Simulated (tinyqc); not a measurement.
# Thermionic emission over a Gaussian spread of barriers: effect of the spread

Metal on an n-type semiconductor with one parabolic valley; V > 0 is forward bias (metal positive). Patches of barrier height b are spread as a Gaussian with mean phi - r2 V and variance sg^2 + r3 V; each carries A* T^2 exp(-b/Vt) [exp(V/Vt) - 1].

A* = 4 pi q me m0 kB^2/h^3 (times 1e-4 for A/(cm^2 K^2)). At zero bias the mean of exp(-b/Vt) gives phi_ap(0) = phi - sg^2/(2 Vt), J0 = A* T^2 exp(-phi_ap(0)/Vt), and the current is centred on b = phi - sg^2/Vt.

Inputs (values chosen for the exercise); band and dielectric values close to those of indium phosphide:
- T = 300 K (temperature)
- me = 0.0805 m0 (electron mass)
- phi = 1.01 eV (barrier height seen from the metal)

Constants: q = 1.602176634e-19 C, kB = 1.380649e-23 J/K, h = 6.62607015e-34 J s, m0 = 9.1093837015e-31 kg, Vt = kB T/q. Results are converted to the units shown.

Result of one run:
```
sg (eV),phi_ap(0) (eV),J0 (A/cm^2),barrier that carries most current (eV)
0.068,0.92057,2.9853e-10,0.83114
```

What becomes of these results when the standard deviation of the barrier heights sg is changed from 0.068 to 0.02 eV, all else the same?

Result of the changed run:
```
sg (eV),phi_ap(0) (eV),J0 (A/cm^2),barrier that carries most current (eV)
0.02,1.0023,1.2664e-11,0.99453
```

The whole series:
```
sg (eV),phi_ap(0) (eV),J0 (A/cm^2),barrier that carries most current (eV)
0.02,1.0023,1.2664e-11,0.99453
0.036,0.98493,2.4756e-11,0.95987
0.052,0.95770,7.0983e-11,0.90540
0.068,0.92057,2.9853e-10,0.83114
0.084,0.87353,1.8415e-9,0.73706
0.1,0.81659,1.6662e-8,0.62318
0.116,0.74975,2.2111e-7,0.48950
```

The apparent barrier falls from 1.00 to 0.750 eV, by sg^2/(2 Vt), and J0 grows by a factor of 17500 over the table. The lowering equals Vt at sg = sqrt(2) Vt = 0.0366 eV. In 3 of the 7 rows sg exceeds 3 Vt, so the current comes from more than three deviations below the mean, a tiny share of the area that a Gaussian of independent patches describes poorly.

Numbers from tinyqc (`OMP_NUM_THREADS=1 python tinyqc.py 2640032 2640033 out.jsonl`; about 0.01 s on one thread of a shared Intel Xeon 2.30GHz).
